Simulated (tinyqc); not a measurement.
# Trap depth and cross-section from two peaks

Problem. A DLTS peak lies where ew = sn g T^2 exp(-Et/kB T), g = vth Nc/(300 K)^2. Find Et and sn.

Values chosen for this exercise:
```
symbol,value,unit,meaning
Nc,2.78e19,cm^-3,conduction-band density of states at 300 K
vth,2.2e7,cm/s,thermal velocity at 300 K
```

Constants: q = 1.602176634e-19 C, kB = 1.380649e-23 J/K. Results are converted to the units shown.

peak temperatures for ew = 10 and 500 1/s (K): [129.17261, 155.84713]

Solution. The slope of ln(ew/T^2) against q/kB T is -Et, and the intercept is ln(sn g).

Et = 0.2300 eV
sn = 8.300e-17 cm^2

tinyqc, about 0.01 s, one thread, Intel Xeon 2.30GHz (shared host): `OMP_NUM_THREADS=1 python tinyqc.py 2050090 2050091 out.jsonl`
